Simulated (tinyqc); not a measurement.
Superjunction drift layer against a plain one, charge balance: two steps of the calculation.

Alternating n and p pillars of equal width wp, doping N and length Lp. When depleted, the lateral field peaks at Ex = q N wp/(2 eps0 eps_r) at the pillar junctions and a uniform vertical field Ey is added; breakdown is taken where Ex^2 + Ey^2 = Ef^2. Only the n pillars conduct, narrowed by the zero-bias depletion. A first-order model: the field peaks at the pillar ends are left out.

Parameters, values chosen for the exercise; values close to those of silicon: relative permittivity of the semiconductor eps_r = 11.3; critical field at a doping of 1e16 cm^-3 E16 = 0.397 MV/cm; mobility at low doping mx = 1330 cm^2/(V s); mobility at high doping mi = 89.7 cm^2/(V s); reference doping of the mobility Nr = 1.3e17 cm^-3; wanted breakdown voltage BV = 670 V.

Constants: q = 1.602176634e-19 C, eps0 = 8.8541878128e-14 F/cm where lengths are in cm. Results are converted to the units shown.

Problem 1. Doping of the plain drift layer. Ec(N) = E16 (N/1e16 cm^-3)^(1/8); N(new) = eps0 eps_r Ec(N)^2/(2 q BV).

N after iteration 1 = 4.1304084e14 cm^-3

Find: Ec; N after iteration 2.

Solution 1.

Ec = 0.2666 MV/cm
N after iteration 2 = 3.311e14 cm^-3

Problem 2. Thickness and resistance of the plain layer. Ec(N) = E16 (N/1e16 cm^-3)^(1/8), mu(N) = mi + (mx - mi)/(1 + (N/Nr)^0.9). W = 2 BV/Ec, Rsp = W/(q mu N).

N of the plain layer = 3.0760307e14 cm^-3

Wanted: mu; W; Rsp.

Solution 2.

mu = 1324.7 cm^2/(V s)
W = 52.157 um
Rsp = 79.894 mohm cm^2

Numbers from tinyqc (`OMP_NUM_THREADS=1 python tinyqc.py 2590109 2590110 out.jsonl`; about 0.01 s on one thread of a shared Intel Xeon 2.30GHz).
